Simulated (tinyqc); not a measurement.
Worked calculation: tight binding, honeycomb lattice. One step of it, computed by the program tinyqc.

Task: Levels at k. Diagonalise the Hermitian matrix.

H(k) at k (eV), order A, B:
```
[[0.035592, 0.301519+4.166454i],
 [0.301519-4.166454i, 0.035592]]
```

Give: eigenvalues; weights |c|^2 of the basis functions.

Result:

eigenvalues (eV): [-4.142, 4.213]

weights |c|^2 of the basis functions, order A, B:
```
[[0.500, 0.500],
 [0.500, 0.500]]
```
